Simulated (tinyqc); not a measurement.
## Surface concentration from sheet resistance and junction depth

Question. An n-type layer has N(x) = N0 erfc(x/Ld), erfc(xj/Ld) = Nb/N0, N0 below Ns. Active dopant A = min(N, Ns); n = A - Nb; mobility mu = m1 + (m2 (T/300 K)^(-bt) - m1)/(1 + ((A + Nb)/Nr)^am). 1/Rs = q times the integral of n mu from 0 to xj. Find N0, Ld and the dose down to xj.

Parameters, values chosen for the exercise:
```
symbol    value        unit                                 meaning
T           500           K                             temperature
Nb       3.9e16       cm^-3  background doping of the opposite type
m1         65.8  cm^2/(V s)           mobility limit at high doping
m2         1390  cm^2/(V s)  mobility limit at low doping, at 300 K
Nr      9.35e16       cm^-3    reference doping of the mobility law
am        0.695                        exponent of the mobility law
bt          2.1                          temperature exponent of m2
Ns      3.96e20       cm^-3       solubility limit of active dopant
```

Constants: q = 1.602176634e-19 C. Results are converted to the units shown.

Rs = 441.87815 ohm/square
xj = 165.45336 nm

Answer. For a given shape and background, Rs xj depends on N0 alone and falls as N0 rises (an Irvin curve), so it fixes N0; xj then gives Ld.

N0 = 4.70e19 cm^-3
Ld = 70.0 nm
dose = 1.86e14 cm^-2

tinyqc, about 0.02 s, one thread, Intel Xeon 2.30GHz (shared host): `OMP_NUM_THREADS=1 python tinyqc.py 2110135 2110136 out.jsonl`
